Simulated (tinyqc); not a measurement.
Charge-trap memory cell: two steps of the calculation.

Channel, tunnel oxide, storage layer, blocking layer, gate. N electrons per area sit in a sheet at the centroid and shift the threshold by U = (q/eps0) N (tb/eb + xc tn/en). EOT = t1 + 3.9 (tn/en + tb/eb); tunnel field F = (Vg - U)/EOT; dN/dt = eta (J/q)(1 - N/Nm). Fowler-Nordheim: J = A F^2 exp(-B/F), A = q^2/(16 pi^2 hbar mo phi) (times 1e14 for A/cm^2 with F in V/nm, emitter mass m0), B = (4/3) sqrt(mo/C) phi^1.5, C = hbar^2/(2 m0).

Parameters, values chosen for the exercise; oxide values close to those of silicon dioxide, storage layer close to silicon nitride, blocking layer close to aluminium oxide: tunnel barrier phi = 3.18 eV; tunnelling mass mo = 0.45 m0; tunnel oxide (permittivity 3.9) t1 = 5.2 nm; storage layer tn = 8.9 nm; its relative permittivity en = 7.5; blocking layer tb = 9.4 nm; its relative permittivity eb = 9; charge centroid, share of tn counted from the blocking side xc = 0.46; capture efficiency of an empty layer eta = 0.62; trap density Nm = 1.1e13 cm^-2; storage temperature T = 358 K; shallowest trap depth E1 = 0.83 eV; deepest trap depth E2 = 1.9 eV; attempt frequency nu = 1e12 1/s; gate voltage less flat band and surface potential Vg = 15.2 V; first time step d0 = 9.2e-6 s; growth of the step gr = 2; steps n = 10.

Constants: q = 1.602176634e-19 C, kB = 1.380649e-23 J/K, hbar = 1.054571817e-34 J s, m0 = 9.1093837015e-31 kg, Vt = kB T/q, eps0 = 8.8541878128e-14 F/cm where lengths are in cm, hbar^2/(2 m0) = 0.0380998212 eV nm^2. Results are converted to the units shown.

Question 1. Midpoint steps of growing length. N(half) = N + (d/2) r(N), N(new) = N + d r(N(half)), r = dN/dt; the step starts at d0 and is multiplied by gr each time. Field in the blocking layer (3.9 F + q N/eps0)/eb.

Give: t; N; U; F; blocking field.

Answer 1.

| step | t (s) | N (cm^-2) | U (V) | F (V/nm) | blocking field (V/nm) |
|---|---|---|---|---|---|
| 0 | 0 | 0 | 0.000 | 1.093 | 0.4738 |
| 1 | 9.200e-6 | 2.055e11 | 0.059 | 1.089 | 0.4761 |
| 2 | 2.760e-5 | 5.522e11 | 0.159 | 1.082 | 0.4800 |
| 3 | 6.440e-5 | 1.077e12 | 0.310 | 1.071 | 0.4858 |
| 4 | 1.380e-4 | 1.772e12 | 0.510 | 1.057 | 0.4936 |
| 5 | 2.852e-4 | 2.591e12 | 0.746 | 1.040 | 0.5027 |
| 6 | 5.796e-4 | 3.475e12 | 1.000 | 1.021 | 0.5125 |
| 7 | 0.001168 | 4.377e12 | 1.260 | 1.003 | 0.5226 |
| 8 | 0.002346 | 5.270e12 | 1.516 | 0.984 | 0.5325 |
| 9 | 0.004701 | 6.133e12 | 1.765 | 0.966 | 0.5421 |
| 10 | 0.009412 | 6.956e12 | 2.002 | 0.949 | 0.5513 |

Question 2. Retention after ten years. Retention: filled traps are spread evenly in depth from E1 to E2, and each empties at the rate nu exp(-E/kB T). The share left is the mean of exp(-nu t exp(-E/kB T)) = [kB T/(E2 - E1)] [E1x(nu t exp(-E2/kB T)) - E1x(nu t exp(-E1/kB T))], E1x the exponential integral; traps shallower than about Ed = kB T ln(nu t) are empty. t = 3.15576e8 s.

Give: Ed; share left; loss a decade while Ed lies between E1 and E2, kB T ln 10/(E2 - E1).

Answer 2.

Ed = 1.4562 eV
share left = 0.39817
loss a decade while Ed lies between E1 and E2, kB T ln 10/(E2 - E1) = 0.066388

Range of the model: The Fowler-Nordheim form needs F t1 above phi; trap-assisted paths and leakage through the blocking layer are left out.

Numbers from tinyqc (`OMP_NUM_THREADS=1 python tinyqc.py 2130131 2130132 out.jsonl`; about 0.02 s on one thread of a shared Intel Xeon 2.30GHz).
